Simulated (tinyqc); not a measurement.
Empirical pseudopotential in a few plane waves, step by step. One step of it, computed by the program tinyqc.

Task: Levels at G. Diagonalise the Hermitian matrix.

H(k) at G (eV):
```
           +0+0+0     -1-1-1     -1-1+1     -1+1-1     -1+1+1     +1-1-1     +1-1+1     +1+1-1
+0+0+0   0.000000   2.443652  -2.443652  -2.443652  -2.443652  -2.443652  -2.443652  -2.443652
-1-1-1   2.443652  16.003496   0.000000   0.000000  -0.095240   0.000000  -0.095240  -0.095240
-1-1+1  -2.443652   0.000000  16.003496   0.095240   0.000000   0.095240   0.000000   0.000000
-1+1-1  -2.443652   0.000000   0.095240  16.003496   0.000000   0.095240   0.000000   0.000000
-1+1+1  -2.443652  -0.095240   0.000000   0.000000  16.003496   0.000000   0.095240   0.095240
+1-1-1  -2.443652   0.000000   0.095240   0.095240   0.000000  16.003496   0.000000   0.000000
+1-1+1  -2.443652  -0.095240   0.000000   0.000000   0.095240   0.000000  16.003496   0.095240
+1+1-1  -2.443652  -0.095240   0.000000   0.000000   0.095240   0.000000   0.095240  16.003496
+1+1+1   2.443652   0.000000  -0.095240  -0.095240   0.000000  -0.095240   0.000000   0.000000
-2+0+0   0.000000  -2.443652  -2.443652  -2.443652   2.443652   0.509896  -0.509896  -0.509896
+0-2+0   0.000000  -2.443652  -2.443652   0.509896  -0.509896  -2.443652   2.443652  -0.509896
+0+0-2   0.000000  -2.443652   0.509896  -2.443652  -0.509896  -2.443652  -0.509896   2.443652
+0+0+2   0.000000  -0.509896   2.443652  -0.509896  -2.443652  -0.509896  -2.443652   0.509896
+0+2+0   0.000000  -0.509896  -0.509896   2.443652  -2.443652  -0.509896   0.509896  -2.443652
+2+0+0   0.000000  -0.509896  -0.509896  -0.509896   0.509896   2.443652  -2.443652  -2.443652

           +1+1+1     -2+0+0     +0-2+0     +0+0-2     +0+0+2     +0+2+0     +2+0+0
+0+0+0   2.443652   0.000000   0.000000   0.000000   0.000000   0.000000   0.000000
-1-1-1   0.000000  -2.443652  -2.443652  -2.443652  -0.509896  -0.509896  -0.509896
-1-1+1  -0.095240  -2.443652  -2.443652   0.509896   2.443652  -0.509896  -0.509896
-1+1-1  -0.095240  -2.443652   0.509896  -2.443652  -0.509896   2.443652  -0.509896
-1+1+1   0.000000   2.443652  -0.509896  -0.509896  -2.443652  -2.443652   0.509896
+1-1-1  -0.095240   0.509896  -2.443652  -2.443652  -0.509896  -0.509896   2.443652
+1-1+1   0.000000  -0.509896   2.443652  -0.509896  -2.443652   0.509896  -2.443652
+1+1-1   0.000000  -0.509896  -0.509896   2.443652   0.509896  -2.443652  -2.443652
+1+1+1  16.003496  -0.509896  -0.509896  -0.509896  -2.443652  -2.443652  -2.443652
-2+0+0  -0.509896  21.337995   0.095240   0.095240  -0.095240  -0.095240   0.000000
+0-2+0  -0.509896   0.095240  21.337995   0.095240  -0.095240   0.000000  -0.095240
+0+0-2  -0.509896   0.095240   0.095240  21.337995   0.000000  -0.095240  -0.095240
+0+0+2  -2.443652  -0.095240  -0.095240   0.000000  21.337995   0.095240   0.095240
+0+2+0  -2.443652  -0.095240   0.000000  -0.095240   0.095240  21.337995   0.095240
+2+0+0  -2.443652   0.000000  -0.095240  -0.095240   0.095240   0.095240  21.337995
```

Give: eigenvalues.

Result:

eigenvalues (eV): -2.537  11.776  12.122  12.122  12.122  15.908  15.908  15.908  18.827  21.148  21.148  25.124  25.124  25.124  26.232
